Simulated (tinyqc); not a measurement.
# Changing the use voltage V_u

Model: time-dependent dielectric breakdown: cell percolation, Weibull statistics, area scaling and voltage extrapolation. Computed by tinyqc, a small Python program. Command: `OMP_NUM_THREADS=1 python tinyqc.py 3024275 3024276 out.jsonl tddb sweep`. One thread of a shared host (Intel(R) Xeon(R) Processor @ 2.30GHz), about 0.01 s of CPU time with the checks.

The oxide is divided into columns of area a^2, each holding m = t_ox/a cells (m is taken as continuous). A share lambda(t) = (t/t_1)^alpha of the cells is defective, and a column whose cells are all defective breaks down.

Inputs (values chosen for the exercise, for a model gate oxide):
```
quantity                                                 value  unit
oxide thickness t_ox                                       5.6    nm
defect cell size a                                         1.4    nm
exponent alpha of defect growth                           0.51     -
time t_1 at which the occupied share would reach 1       28000     s
test area A                                                0.7  um^2
product area A_u                                         5e+06  um^2
stress voltage V                                          7.67     V
local exponent n = -d ln t/d ln V at the stress voltage     47     -
activation energy E_a                                     0.78    eV
stress temperature T                                       105     C
use temperature T_u                                         55     C
allowed failure fraction F                               0.001     -
```

Voltage law used: power.

Constants: k_B = 8.617333262e-05 eV/K.

Method:
- Failure fraction F = 1 - (1 - lambda^m)^N with N = A/a^2 columns, which for small lambda^m is 1 - exp(-(t/t63)^beta) with beta = alpha m and t63 = t_1 N^(-1/beta); critical share lambda(t63) = N^(-1/m). 1 um^2 = 1e6 nm^2.
- All three voltage laws share the slope n at the stress voltage. Factor t(V_u)/t(V): E law exp(n (1 - V_u/V)); 1/E law exp(n (V/V_u - 1)); power law (V/V_u)^n.
- Temperatures in kelvin are T(C) + 273.15.
- Temperature factor exp[(E_a/k_B)(1/T_u - 1/T)]; area factor (A/A_u)^(1/beta); percentile factor (-ln(1 - F))^(1/beta); life = t63 x all four; 1 year = 3.15576e7 s.

One run for each value:
```
use voltage V_u (V)  projected life (years)  voltage factor
2.68                              2.772e+12       2.904e+21
3.26                              2.779e+08       2.912e+17
3.83                              1.428e+05       1.496e+14
4.41                              1.890e+02       1.980e+11
4.99                              5.681e-01       5.952e+08
5.56                              3.521e-03       3.689e+06
6.14                              3.321e-05       3.479e+04
6.71                              5.119e-07       5.363e+02
7.29                              1.040e-08       1.089e+01
```

Describe and explain the trends.

Over the rows, projected life (years) falls from 2.77e12 to 1.04e-8 (exponent d ln y / d ln x about -47 throughout); voltage factor falls from 2.90e21 to 10.9 (exponent d ln y / d ln x about -47 throughout). The power law keeps the exponent at -n.

Caution (all rows): t_1 is an input here; in a real oxide it changes with thickness at fixed voltage. Caution (rows 2.68, 3.26, 3.83, 4.41): a voltage factor of more than nine decades rests wholly on the chosen law and cannot be tested.
